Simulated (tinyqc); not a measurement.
# Worked calculation: reverse leakage of an n+-p junction: diffusion, generation, trap-assisted and band-to-band tunnelling

Numbers from tinyqc (`OMP_NUM_THREADS=1 python tinyqc.py 2290011 2290012 out.jsonl`; about 0.01 s on one thread of a shared Intel Xeon 2.30GHz). Printed values are rounded; ~0 in a residual or rate marks an entry under 1e-11 of the largest of its column.

One-sided abrupt junction in the depletion approximation, x from the junction (0) to W on the p side, field F = F0 (1 - x/W). Flat quasi-Fermi levels, long p side. Traps generate through SRH with both lifetimes shortened by 1 + Gamma (Hurkx enhancement, form for moderate fields); band-to-band generation is local and needs a total bending above Eg.

Inputs (values chosen for the exercise); band and dielectric values close to those of In0.53Ga0.47As:
```
symbol,value,unit,meaning
T,300,K,temperature
Eg,0.753,eV,band gap
eps_r,14,,relative permittivity
Nc,2.13e17,cm^-3,conduction-band density of states at T
Nv,7.64e18,cm^-3,valence-band density of states at T
Na,3.4e16,cm^-3,acceptor density of the lighter side
Nd,1e19,cm^-3,donor density of the heavier side
tau,3e-9,s,SRH lifetime of both carriers at zero field
Et,0,eV,trap level above the intrinsic level
mt,0.046,m0,tunnelling mass
Dn,3.9,cm^2/s,electron diffusion coefficient on the lighter side
Ab,2.5e16,cm^-0.5 V^-2.5 s^-1,band-to-band prefactor
Bb,6.47e6,V/cm,band-to-band field constant
VR,1,V,reverse bias
```

Constants: q = 1.602176634e-19 C, kB = 1.380649e-23 J/K, hbar = 1.054571817e-34 J s, m0 = 9.1093837015e-31 kg, Vt = kB T/q, eps0 = 8.8541878128e-14 F/cm where lengths are in cm. Results are converted to the units shown.

Range of the model: The n+ side is degenerate, so Vbi from Boltzmann statistics is only a guide.

## Field, scales and diffusion current

ni = sqrt(Nc Nv) exp(-Eg/(2 Vt)), Eg in volts; Vbi = Vt ln(Na Nd/ni^2); W = sqrt(2 eps0 eps_r (Vbi + VR)/(q Na)); F0 = 2 (Vbi + VR)/W; FG = sqrt(24 mt m0 (kB T)^3)/(q hbar); J_diff = q ni^2 sqrt(Dn/tau)(1 - exp(-VR/Vt))/Na.

ni = 6.036912e11 cm^-3
Vbi = 0.7125224 V
W = 279.1752 nm
F0 = 122.6844 kV/cm
FG = 158.2156 kV/cm
J_diff = 6.192027e-8 A/cm^2

## Generation rates across the layer

u = (Vbi + VR)(1 - x/W)^2, p = Na exp(-u/Vt), n = Nd exp((u - Vbi - VR)/Vt); G0 = ni^2 (1 - exp(-VR/Vt))/(tau (n + p + 2 ni cosh(Et/Vt))); Gamma = 2 sqrt(3 pi)(F/FG) exp((F/FG)^2); trap-assisted part G0 Gamma; G_bb = Ab F^2.5 exp(-Bb/F) with F in V/cm, zero unless Vbi + VR > Eg. 14 equal steps.

| point | x (nm) | F (kV/cm) | Gamma | G0 (cm^-3 s^-1) | G0 Gamma (cm^-3 s^-1) | G_bb (cm^-3 s^-1) |
|---|---|---|---|---|---|---|
| 0 | 0.0000 | 122.6844 | 8.686410 | 1.214810e13 | 1.055234e14 | 1.646470e6 |
| 1 | 19.9411 | 113.9212 | 7.424770 | 1.114599e17 | 8.275644e17 | 23675.29 |
| 2 | 39.8822 | 105.1581 | 6.347649 | 8.433870e19 | 5.353525e20 | 170.5926 |
| 3 | 59.8233 | 96.3949 | 5.422268 | 1.006070e20 | 5.455183e20 | 0.5109103 |
| 4 | 79.7643 | 87.6317 | 4.621784 | 1.006152e20 | 4.650217e20 | 4.896546e-4 |
| 5 | 99.7054 | 78.8686 | 3.924082 | 1.006152e20 | 3.948223e20 | ~0 |
| 6 | 119.6465 | 70.1054 | 3.310824 | 1.006141e20 | 3.331154e20 | ~0 |
| 7 | 139.5876 | 61.3422 | 2.766683 | 1.004336e20 | 2.778678e20 | ~0 |
| 8 | 159.5287 | 52.5790 | 2.278728 | 8.776698e19 | 1.999970e20 | ~0 |
| 9 | 179.4698 | 43.8159 | 1.835928 | 1.431827e19 | 2.628732e19 | ~0 |
| 10 | 199.4109 | 35.0527 | 1.428745 | 7.908628e17 | 1.129941e18 | ~0 |
| 11 | 219.3520 | 26.2895 | 1.048793 | 7.477170e16 | 7.842003e16 | ~0 |
| 12 | 239.2930 | 17.5263 | 0.6885523 | 1.380685e16 | 9.506738e15 | ~0 |
| 13 | 259.2341 | 8.7632 | 0.3411222 | 5.009439e15 | 1.708831e15 | ~0 |
| 14 | 279.1752 | 0.0000 | 0 | 3.572845e15 | 0 | 0 |

## Current components

Each current is q times the trapezoid sum of its rate; J adds J_diff; J_bb under 1e-8 of the sum is given as 0.

J_SRH = 2.205471e-4 A/cm^2
J_TAT = 8.881956e-4 A/cm^2
J_bb = 0 A/cm^2
J = 0.001108805 A/cm^2

A fine grid gives J = 0.001074 A/cm^2; the coarse sum is 3.3 % above it. On the fine grid the largest part is trap-assisted tunnelling (79.9 %). The simple estimate q ni W/(2 tau cosh(Et/Vt)) is 2.08 times the fine-grid J_SRH of 2.159e-4 A/cm^2, since near both edges n or p is large enough to quench generation.
